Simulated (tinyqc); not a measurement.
Ranking of structures: pair-potential crystal by lattice sums. Computed by tinyqc, a small Python program. Command: `OMP_NUM_THREADS=1 python tinyqc.py 3014609 3014610 out.jsonl pairsum walk`. One thread of a shared host (Intel(R) Xeon(R) Processor @ 2.30GHz), about 0.02 s of CPU time with the checks.

Energy per atom E = (1/2) sum over neighbours of phi(r); d is the nearest-neighbour distance.

Inputs (values chosen for the exercise, for model atoms):
```
quantity            value      unit
well depth eps      0.209        eV
pair minimum r0      3.85  angstrom
cut-off r_c/r0       1.74         -
stiffness alpha r0    5.4         -
```

Potential: Morse. Structure: sc.

Constants: 1 eV/angstrom^3 = 160.2176634 GPa.

Method:
- phi0(r) = eps [exp(-2 alpha (r - r0)) - 2 exp(-alpha (r - r0))]; shifted-force cut-off: phi(r) = phi0(r) - phi0(r_c) - (r - r_c) phi0'(r_c) for r < r_c, zero beyond.
- Shells (distance in units of d, count): fcc 1.0000 (12), 1.4142 (6), 1.7321 (24), 2.0000 (12), 2.2361 (24), 2.4495 (8), 2.6458 (48), 2.8284 (6), 3.0000 (36), 3.1623 (24); hcp 1.0000 (12), 1.4142 (6), 1.6330 (2), 1.7321 (18), 1.9149 (12), 2.0000 (6), 2.2361 (12), 2.3805 (12), 2.4495 (6), 2.5166 (6), 2.5820 (12), 2.6458 (24), 2.7080 (6), 2.8868 (12), 3.0000 (12), 3.1091 (24), 3.1623 (12); bcc 1.0000 (8), 1.1547 (6), 1.6330 (12), 1.9149 (24), 2.0000 (8), 2.3094 (6), 2.5166 (24), 2.5820 (24), 2.8284 (24), 3.0000 (32); sc 1.0000 (6), 1.4142 (12), 1.7321 (8), 2.0000 (6), 2.2361 (24), 2.4495 (24), 2.8284 (12), 3.0000 (30), 3.1623 (24); diamond 1.0000 (4), 1.6330 (12), 1.9149 (12), 2.3094 (6), 2.5166 (12), 2.8284 (24), 3.0000 (16). Volumes per atom in d^3: fcc 0.70711, hcp 0.70711, bcc 0.76980, sc 1.00000, diamond 1.53960; hcp has the ideal c/a. Every shell inside the cut-off is summed.
- Equilibrium: dE/dd = 0 at the lowest minimum with d between 0.78 r0 and 1.45 r0; B = d^2 E''(d)/(9 Omega).

Each structure at its own equilibrium:
```
structure  neighbours  d (angstrom)  E (eV/atom)  volume (angstrom^3)  B (GPa)
fcc                12        3.8177      -1.0939               39.346   30.448
hcp                12        3.8160      -1.0957               39.292   31.209
bcc                 8        3.7196      -1.0614               39.616   31.895
sc                  6        3.6943      -0.6734               50.419   15.847
diamond             4        3.8084      -0.3527               85.039    4.594
```

The order is hcp < fcc < bcc < sc < diamond; hcp lies 1.8 meV below fcc. fcc (-1.093880 eV) and hcp (-1.095673 eV) share two shells and differ from the third on. Pair forces reward the number of bonds: diamond reaches only 32 % of the best binding. Caution: each structure is relaxed in d alone and may be unstable against shear; the tiny fcc-hcp difference depends on the cut-off.

Extremes, crossings and ranges named in words are read from the listed rows.
